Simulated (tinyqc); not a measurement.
# Worked calculation: undoped gate-all-around wire MOSFET, analytic charge model

Program tinyqc, `OMP_NUM_THREADS=1 python tinyqc.py 2460016 2460017 out.jsonl`; Intel Xeon 2.30GHz, shared host, one thread, about 0.02 s. Printed values are rounded.

An undoped round wire of radius R under an insulator shell and a surrounding gate; long channel, electrons only, n = ni exp((psi - V)/Vt) with V the quasi-Fermi potential (0 at the source, Vd at the drain), constant mobility, no quantisation. The radial Poisson equation gives n(r) = n(0)/(1 - (1 - b) r^2/R^2)^2 with b = Q0/(Q + Q0). Q is the electron charge per area of the wire surface.

Values chosen for this exercise; material values close to those of silicon: temperature T = 273 K; band gap Eg = 1.12 eV; relative permittivity of the semiconductor eps_r = 11.7; conduction-band density of states at T Nc = 2.47e19 cm^-3; valence-band density of states at T Nv = 2.26e19 cm^-3; relative permittivity of the gate insulator eox = 22.7; insulator thickness tox = 4.9 nm; wire radius R = 10 nm; gate work function less that of the intrinsic body dphi = -0.09 V; channel mobility mu = 500 cm^2/(V s); gate length L = 0.5 um; gate voltage Vg = 0.32 V; drain voltage Vd = 0.1 V.

Constants: q = 1.602176634e-19 C, kB = 1.380649e-23 J/K, Vt = kB T/q, eps0 = 8.8541878128e-14 F/cm where lengths are in cm. Results are converted to the units shown.

## Constants of the wire

ni = sqrt(Nc Nv) exp(-Eg/(2 Vt)), Eg in volts; Cox = eps0 eox/(R ln(1 + tox/R)); Q0 = 4 eps0 eps_r Vt/R; V0 = dphi + Vt ln[8 eps0 eps_r Vt/(q ni R^2)].

ni = 1.08492e9 cm^-3
Cox = 5.04017 uF/cm^2
Q0 = 97.4833 nC/cm^2
V0 = 0.400222 V

## Iteration 1: charge at the source by substitution

Q at the start = 0 nC/cm^2

With V = 0: u = Vg - V0 - Q/Cox, then Q(new) = (Q0/2)[sqrt(1 + 4 exp(u/Vt)) - 1], the root of Vt ln[(Q/Q0)(1 + Q/Q0)] = u.

u = -0.0802220 V
Q after iteration 1 = 3.12096 nC/cm^2

## Iteration 2: charge at the source by substitution

As before.

u = -0.0808412 V
Q after iteration 2 = 3.04226 nC/cm^2

## Course of the iteration: charge at the source by substitution

Stop when Q changes by less than 1e-8 nC/cm^2, or after 30 iterations.

Course of the iteration:
```
iteration	Q (nC/cm^2)	|change| (nC/cm^2)
1	3.12096	3.12
2	3.04226	0.0787
3	3.04422	1.96e-3
4	3.04417	4.89e-5
5	3.04418	1.22e-6
6	3.04418	3.03e-8
7	3.04418	7.56e-10
```

Converged in 7 iterations. At the end each change is about 0.025 times the one before, with alternating sign: linear convergence.

## Drain current and line charge

Qs = 3.04418 nC/cm^2
Qd = 0.0458701 nC/cm^2

Q solves Vg - V0 - V = Q/Cox + Vt ln(Q/Q0) + Vt ln(1 + Q/Q0). I = mu (2 pi R/L)[2 Vt (Qs - Qd) + (Qs^2 - Qd^2)/(2 Cox) + Vt Q0 ln((Qd + Q0)/(Qs + Q0))], with Qs at V = 0 and Qd at V = Vd. Electrons per length at the source: 2 pi R Qs/q; surface over centre density: (1 + Qs/Q0)^2.

first term = 0.00886383 uA
second term = 5.77491e-5 uA
third term = -0.00436310 uA
I = 0.00455848 uA
electrons per length = 0.0119382 1/nm
surface over centre density = 1.06343

The square-law term makes up 1.27 % of the current.
